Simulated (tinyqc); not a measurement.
# Changing the substrate thickness t_S

Model: elastic strain and critical thickness of a cubic alloy layer A(1-x)B(x) on a thick substrate. Computed by tinyqc, a small Python program. Command: `OMP_NUM_THREADS=1 python tinyqc.py 3023498 3023499 out.jsonl misfit sweep`. One thread of a shared host (Intel(R) Xeon(R) Processor @ 2.30GHz), about 0.01 s of CPU time with the checks.

Strain is positive in tension. The layer is coherent with the substrate unless said otherwise.

Inputs (values chosen for the exercise, for a model alloy):
```
quantity,value,unit
fraction x of B,0.05,-
lattice constant a_A,5.869,angstrom
lattice constant a_B,6.058,angstrom
substrate lattice constant a_S,5.865,angstrom
layer thickness h,28,nm
biaxial modulus of the substrate M_S,95.3,GPa
wafer diameter W,300,mm
```

Growth plane: (001).

C11, C12, C44 of A (GPa): [111.8, 54.36, 41.7]

C11, C12, C44 of B (GPa): [87.47, 41.41, 37.01]

Method:
- a = (1 - x) a_A + x a_B, the same rule for each C_ij; misfit f = (a_S - a)/a, the in-plane strain of the coherent layer.
- (001): D = 2 C12/C11, M = C11 + C12 - 2 C12^2/C11. The free surface carries no normal stress, so e_perp = -D f; dV/V = 2 f + e_perp; stress = M f; energy per area = M f^2 h (1 GPa nm = 1 J/m^2).
- Stoney: curvature = 6 |stress| h/(M_S t_S^2); radius = 1/curvature; bow = curvature W^2/8.

One run for each value:
```
substrate thickness t_S (micrometre),curvature (1/m),radius of curvature (m),bow (micrometre)
100,0.045222,22.1,508.75
150,0.020099,49.8,226.11
220,0.009343,107.0,105.11
320,0.004416,226.4,49.68
460,0.002137,467.9,24.04
680,0.000978,1022.5,11.00
1000,0.000452,2211.3,5.09
```

Over the rows, curvature (1/m) falls from 0.0452 to 4.52e-4 (exponent d ln y / d ln x about -2.0 throughout); radius of curvature (m) rises from 22.1 to 2210 (exponent d ln y / d ln x about 2.0 throughout); bow (micrometre) falls from 509 to 5.09 (exponent d ln y / d ln x about -2.0 throughout). The exponent of curvature stays at -2: the bending stiffness grows as t^3 and the lever arm as t.

Caution (rows 100, 150, 220): a bow above a fifth of the wafer thickness is beyond Stoney's small-deflection limit.
